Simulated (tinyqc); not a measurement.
Short-period [001] superlattice in sp3s* tight binding, step by step. Values are carried at full precision from step to step, so a last printed digit may differ when a step is redone from the rounded ones.

sp3s* tight binding, nearest neighbours only: anion (a) at 0, cation (c) at a/4 (1,1,1), orbitals s, px, py, pz, s* on each; k in units of 2 pi/a. With phases e_j = exp(i (pi/2) k.n_j) for n = (1,1,1), (1,-1,-1), (-1,1,-1), (-1,-1,1): g0 = (e1+e2+e3+e4)/4, g1 = (e1+e2-e3-e4)/4, g2 = (e1-e2+e3-e4)/4, g3 = (e1-e2-e3+e4)/4. The diagonal holds the levels Esa, Epa, Exa (s*) and Esc, Epc, Exc. Anion-cation block: <sa|sc> = Vss g0; <sa|xc> = Vsapc g1; <xa|sc> = -Vscpa g1; <xa|xc> = Vxx g0; <xa|yc> = <ya|xc> = Vxy g3, <xa|zc> = <za|xc> = Vxy g2, <ya|zc> = <za|yc> = Vxy g1; <s*a|xc> = Vxapc g1; <xa|s*c> = -Vpaxc g1; y and z take g2 and g3 in place of g1; s-s* and s*-s* vanish.

Values chosen for the exercise (A near a published set for GaAs, B for AlAs; shifted at random, so the results belong to these values and not to a real crystal): pA = (-8.366, 1.04, -2.664, 3.674, 8.606, 6.751, -6.434, 1.956, 5.078, 4.475, 5.781, 4.84, 4.812) eV (order Esa, Epa, Esc, Epc, Exa, Exc, Vss, Vxx, Vxy, Vsapc, Vscpa, Vxapc, Vpaxc); pB = (-7.511, 0.985, -1.164, 3.584, 7.464, 6.745, -6.664, 1.883, 4.285, 5.11, 5.487, 4.519, 4.994) eV (the same for B); dEv = 0.46 eV (valence offset: Ev(B) lies this far below Ev(A)); n = 2 (monolayers of A); m = 1 (monolayers of B).

## Band line-up of the two bulk crystals

Edges on the common scale: Ev, the conduction level at Gamma, the minimum on (kx,0,0) for kx from 0.5 to 1, and the level at X.

Edges (eV):
```
crystal       Ev   Gamma  Delta minimum       X
A         0.0000  1.5234         2.0357  2.0357
B        -0.4600  2.5869         1.8081  1.8389
```

For Gamma electrons A is the well, 1.064 eV deep; for X electrons B is, 0.197 eV deep; holes sit in A.

## Shifted levels

Planes alternate anion, cation along [001], a/4 apart; at zero in-plane momentum s, pz, s* form one block. All levels of A are shifted so that its Ev (lower root of [[Epa, Vxx], [Vxx, Epc]]) is 0, and those of B so that its Ev is -dEv. A monolayer is an anion plane and the cation plane above it; an anion between unlike cations takes the mean of the two anion levels; each bond takes the couplings of its cation. Block from an anion to the cation above: U with Vss/2 (s,s), Vsapc/2 (s,z), -Vscpa/2 (z,s), Vxx/2 (z,z), Vxapc/2 (s*,z), -Vpaxc/2 (z,s*); to the cation below: the same with the s-z and s*-z signs reversed. The cell of n + m monolayers is closed with the phase exp(2 pi i q). No spin-orbit coupling. In this block 2 (n + m) levels are filled.

Parameters in the order Esa, Epa, Esc, Epc, Exa, Exc, Vss, Vxx, Vxy, Vsapc, Vscpa, Vxapc, Vpaxc. Find Ev of each set and shift the levels.

Ev before the shift (eV): A -0.0011, B -0.0034

Levels (eV):
```
plane                  s       p      s*
anion A          -8.3649  1.0411  8.6071
cation A         -2.6629  3.6751  6.7521
anion B          -7.9676  0.5284  7.0074
cation B         -1.6206  3.1274  6.2884
interface anion  -8.1663  0.7847  7.8072
```

## The matrix for n = 2, m = 1 at q = 0

Planes in the order a1, c1, a2, c2, ...; the A cations come first.

H (eV), rows sa1, za1, *a1, sc1, zc1, *c1, sa2, za2, *a2, sc2, zc2, *c2, sa3, za3, *a3, sc3, zc3, *c3 and columns alike:
```
[[-8.166, 0, 0, -3.217, 2.237, 0, 0, 0, 0, 0, 0, 0, 0, 0, 0, -3.332, -2.555, 0],
 [0, 0.785, 0, -2.890, 0.978, -2.406, 0, 0, 0, 0, 0, 0, 0, 0, 0, 2.744, 0.942, 2.497],
 [0, 0, 7.807, 0, 2.420, 0, 0, 0, 0, 0, 0, 0, 0, 0, 0, 0, -2.260, 0],
 [-3.217, -2.890, 0, -2.663, 0, 0, -3.217, 2.890, 0, 0, 0, 0, 0, 0, 0, 0, 0, 0],
 [2.237, 0.978, 2.420, 0, 3.675, 0, -2.237, 0.978, -2.420, 0, 0, 0, 0, 0, 0, 0, 0, 0],
 [0, -2.406, 0, 0, 0, 6.752, 0, 2.406, 0, 0, 0, 0, 0, 0, 0, 0, 0, 0],
 [0, 0, 0, -3.217, -2.237, 0, -8.365, 0, 0, -3.217, 2.237, 0, 0, 0, 0, 0, 0, 0],
 [0, 0, 0, 2.890, 0.978, 2.406, 0, 1.041, 0, -2.890, 0.978, -2.406, 0, 0, 0, 0, 0, 0],
 [0, 0, 0, 0, -2.420, 0, 0, 0, 8.607, 0, 2.420, 0, 0, 0, 0, 0, 0, 0],
 [0, 0, 0, 0, 0, 0, -3.217, -2.890, 0, -2.663, 0, 0, -3.217, 2.890, 0, 0, 0, 0],
 [0, 0, 0, 0, 0, 0, 2.237, 0.978, 2.420, 0, 3.675, 0, -2.237, 0.978, -2.420, 0, 0, 0],
 [0, 0, 0, 0, 0, 0, 0, -2.406, 0, 0, 0, 6.752, 0, 2.406, 0, 0, 0, 0],
 [0, 0, 0, 0, 0, 0, 0, 0, 0, -3.217, -2.237, 0, -8.166, 0, 0, -3.332, 2.555, 0],
 [0, 0, 0, 0, 0, 0, 0, 0, 0, 2.890, 0.978, 2.406, 0, 0.785, 0, -2.744, 0.942, -2.497],
 [0, 0, 0, 0, 0, 0, 0, 0, 0, 0, -2.420, 0, 0, 0, 7.807, 0, 2.260, 0],
 [-3.332, 2.744, 0, 0, 0, 0, 0, 0, 0, 0, 0, 0, -3.332, -2.744, 0, -1.621, 0, 0],
 [-2.555, 0.942, -2.260, 0, 0, 0, 0, 0, 0, 0, 0, 0, 2.555, 0.942, 2.260, 0, 3.127, 0],
 [0, 2.497, 0, 0, 0, 0, 0, 0, 0, 0, 0, 0, 0, -2.497, 0, 0, 0, 6.288]]
```

## Levels of the small cell

Diagonalise (s, pz, s* block of a cell with n = 2, m = 1; px and py are apart). The lowest 6 levels are filled. Give the share of the cation weight of the lowest empty level that lies on the A cations, c1 and c2.

levels (eV): [-12.438, -11.064, -10.890, -5.818, -5.474, -0.151, 1.799, 2.213, 2.232, 2.713, 2.812, 4.518, 6.598, 8.048, 9.320, 9.460, 10.486, 11.093]

share on A cations = 0.832

The lowest empty level is number 7, at 1.799 eV.

## Checks

- Cell of two equal monolayers against the bulk levels at Gamma and X: they agree to 1e-10 or better.

tinyqc: `OMP_NUM_THREADS=1 python tinyqc.py 1481416 1481417 out.jsonl`; about 0.5 s, one thread, shared Intel(R) Xeon(R) Processor @ 2.30GHz.
